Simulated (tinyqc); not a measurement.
Worked calculation: quantum-confined Stark effect in a modulator well. Values are carried at full precision from step to step, so a last printed digit may differ when a step is redone from the rounded ones.

Constants: hbar^2/2m0 = 3.80998211 eV angstrom^2; e^2/(4 pi eps0) = 14.39964547 eV angstrom; hc = 1239.841984 eV nm.

Inputs chosen for the exercise (near those of an InGaAs well in InAlAs; shifted at random, so the results belong to these values and not to a real crystal): L = 140 angstrom (well width); me = 0.0406 m0 (electron, well); mh = 0.372 m0 (heavy hole along z, well); F = 85 kV/cm (field); Vc = 0.531 eV (conduction offset); Vv = 0.195 eV (heavy-hole offset); meb = 0.0722 m0 (electron, barrier); mhb = 0.426 m0 (heavy hole, barrier); Eg = 0.762 eV (gap of the well); mp = 0.105 m0 (heavy hole in the plane); eps = 13.4 (dielectric constant); dE = 28 meV (operating point below the zero-field line); G = 6 meV (half width of the exciton line).

## Estimate for hard walls

Second order: each level moves by -C m (e F)^2 L^4/(2c), C = (15/pi^2 - 1)/(24 pi^2), c = hbar^2/2m0, 1 kV/cm = 1e-5 eV/angstrom. It holds while e F L is no more than about twice 3 c pi^2/(m L^2).

Estimate:

| carrier | shift (meV) | e F L over the level spacing |
|---|---|---|
| electron | -3.25 | 0.84 |
| heavy hole | -29.74 | 7.69 |

The hole, 9.2 times heavier, carries 90 % of the estimated shift; for it the ratio exceeds 3, so second order overstates its shift, by 13 % at a ratio of 3 and 60 % at 8.

## Levels and envelopes

Envelopes on cells of 0.5 angstrom over the well |z| < L/2 and 45 angstrom of barrier on each side, psi = 0 beyond, psi'/m continuous (mean mass between points), c = hbar^2/2m0. The electron sees + e F z and the hole - e F z, each with its offset in the barriers; 1 kV/cm = 1e-5 eV/angstrom. Light holes, band mixing and escape by tunnelling are left out.

Ground levels, squared overlap and separation <z>_h - <z>_e without and with the field.

Results:

| F (kV/cm) | E_e (meV) | E_h (meV) | overlap^2 | separation (angstrom) |
|---|---|---|---|---|
| 0 | 30.15 | 4.18 | 0.989 | 0.0 |
| 85 | 22.60 | -20.75 | 0.224 | 59.5 |

The electron level moves by -7.54 meV (2.3 times the hard-wall estimate, since it leaks into the barriers and sees a wider well) and the hole level by -24.92 meV (0.84 times). For the hole, saturation lowers the shift and leakage raises it, so a ratio near 1 is a coincidence.

## Exciton

Exciton: in-plane function exp(-rho/lam), 1/mu = 1/me + 1/mp, E(lam) = c/(mu lam^2) - (q/eps) times the integral over k of Fm(k)(1 + (k lam/2)^2)^(-3/2), Fm(k) the double integral of psi_e^2 psi_h^2 exp(-k |z - z'|), q = e^2/(4 pi eps0); binding Eb = -E at the minimum. Line at Eg + E_e + E_h - Eb, strength proportional to overlap^2/lam^2.

Minimise over lam without and with the field.

Results:

| F (kV/cm) | lam (angstrom) | Eb (meV) | line (eV) | nm | overlap^2/lam^2 (1e-4/angstrom^2) |
|---|---|---|---|---|---|
| 0 | 191.6 | 5.23 | 0.7911 | 1567.3 | 0.2695 |
| 85 | 233.9 | 4.11 | 0.7597 | 1631.9 | 0.0409 |

The weaker binding gives back 1.12 meV of the red shift, leaving 31.3 meV; the strength falls to 15 %.

## Contrast at the operating point

With a Gaussian line of half width G, the absorption at E_op = line(0) - dE is proportional to strength x exp(-ln2 ((E_op - line)/G)^2); continuum absorption is left out. Give it at both fields, relative to the zero-field peak.

E_op = 0.7631 eV
wavelength = 1624.8 nm

absorption without and with the field: 2.8e-07  0.12

The field changes the absorption by +0.12 of the zero-field peak. With dE above 2G the Gaussian tail at zero field is weak; real tails fall only exponentially and absorb more.

## Checks

- Zero-field levels against the matching condition of the square well, meV: largest difference 5.9e-04.
- Slope d(E_e + E_h)/dF against minus the separation (Hellmann-Feynman), angstrom: both -59.5.

Computed by tinyqc, a small Python program: `OMP_NUM_THREADS=1 python tinyqc.py 1281142 1281143 out.jsonl` (the numbers bound the seed that draws the inputs); one thread of a shared host (Intel(R) Xeon(R) Processor @ 2.30GHz), about 0.2 s for the whole set of steps.
